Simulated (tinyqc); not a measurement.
Strained alloy layer of GaSb and GaAs on (001) InP, model-solid band line-up: transition against well width.

The layer is x parts of the first compound and 1 - x of the second, grown coherently on the third as substrate and barrier. Rows of the table: lattice constant a, average valence level Ea on an absolute scale, spin-orbit splitting so, gaps at Gamma, X and L, hydrostatic deformation potentials av and ac (Gamma), shear potential b, elastic constants, electron and heavy-hole (along z) masses. All are interpolated linearly in x; gaps get -C x (1 - x), taken wholly in the conduction band; real line-ups can differ from this model by 0.1 eV or more.

In-plane strain e = (a_substrate - a)/a, e_z = -2 (c12/c11) e, volume change 2 e + e_z. With v = 2 e + e_z and d = 2 b (e_z - e): Eav = Ea + av v; E_hh = Eav + so/3 - d/2; E_lh = Eav - so/6 + d/4 + sqrt(so^2 + so d + 9 d^2/4)/2; E_c = Ea + so/3 + EG + ac v (Gamma). Substrate: E_v = Ea + so/3, E_c = E_v + EG. Well depths: dEc = E_c(substrate) - E_c, dEhh = E_hh - E_v(substrate), dElh likewise; strained Gamma gap E_c - max(E_hh, E_lh); positive values confine carriers in the layer. Lowest level of a finite well of width Lw and depth V: kw Lw/2 = arctan(sqrt((mw/mb)(V - E)/E)), kw = sqrt(mw E/C), C = hbar^2/(2 m0), for electrons (dEc) and heavy holes (dEhh), mb from the substrate; transition E_c - E_hh + both levels, without exciton binding; wavelength h c/E.

Inputs (values chosen for the exercise):
- x = 0.44 (fraction of the first compound in the layer)
- CG = 1.43 eV (bowing of the Gamma gap)
- CX = 1.2 eV (bowing of the X gap)
- CL = 1.2 eV (bowing of the L gap)

Constants: q = 1.602176634e-19 C, hbar = 1.054571817e-34 J s, h = 6.62607015e-34 J s, m0 = 9.1093837015e-31 kg, c = 299792458 m/s, hbar^2/(2 m0) = 0.0380998212 eV nm^2. Results are converted to the units shown.

Binary compounds, values chosen for the exercise:
```
              close to GaSb  close to GaAs  close to InP
a (angstrom)          6.096          5.653         5.869
Ea (eV)               -6.25          -6.92         -7.04
so (eV)               0.754          0.335         0.109
EG (eV)               0.722           1.41          1.33
EX (eV)                1.04            1.9          2.21
EL (eV)               0.817           1.71          1.92
av (eV)               0.793           1.16          1.26
ac (eV)               -6.89          -7.15         -5.07
b (eV)                -1.98          -1.72         -1.71
c11 (GPa)              87.4            119           102
c12 (GPa)              40.5           53.5          56.7
me (m0)              0.0385          0.067        0.0794
mh (m0)               0.248           0.35         0.531
```

Result of one run:
```
Lw (nm)  electron level (meV)  heavy-hole level (meV)  transition energy (eV)  wavelength (nm)
25                      5.989                   1.786                  0.7437             1667
```

What becomes of these results when the layer thickness Lw is changed from 25 to 3 nm, all else the same?

Result of the changed run:
```
Lw (nm)  electron level (meV)  heavy-hole level (meV)  transition energy (eV)  wavelength (nm)
3                       42.05                   68.08                  0.8461             1465
```

The whole series:
```
Lw (nm)  electron level (meV)  heavy-hole level (meV)  transition energy (eV)  wavelength (nm)
1.5                     48.34                   163.3                  0.9476             1308
2.1                     46.03                   109.8                  0.8918             1390
3                       42.05                   68.08                  0.8461             1465
4.3                     36.20                   39.89                  0.8120             1527
6.1                     29.19                   22.74                  0.7879             1574
8.7                     21.74                   12.42                  0.7701             1610
12                      15.60                   7.005                  0.7586             1634
18                      9.487                   3.321                  0.7488             1656
25                      5.989                   1.786                  0.7437             1667
```

The wavelength rises from 1308 to 1667 nm, towards 1685 nm for E_c - E_hh alone. The electron level goes as Lw^(-0.15) in the thinnest wells, where it reaches 94.5 % of the depth dEc = 51.1 meV, and as Lw^(-1.40) in the widest. One monolayer (a/2) more shifts the transition by about -9.8 meV at Lw = 3 nm.

tinyqc, about 0.01 s, one thread, Intel Xeon 2.30GHz (shared host): `OMP_NUM_THREADS=1 python tinyqc.py 2690036 2690037 out.jsonl`
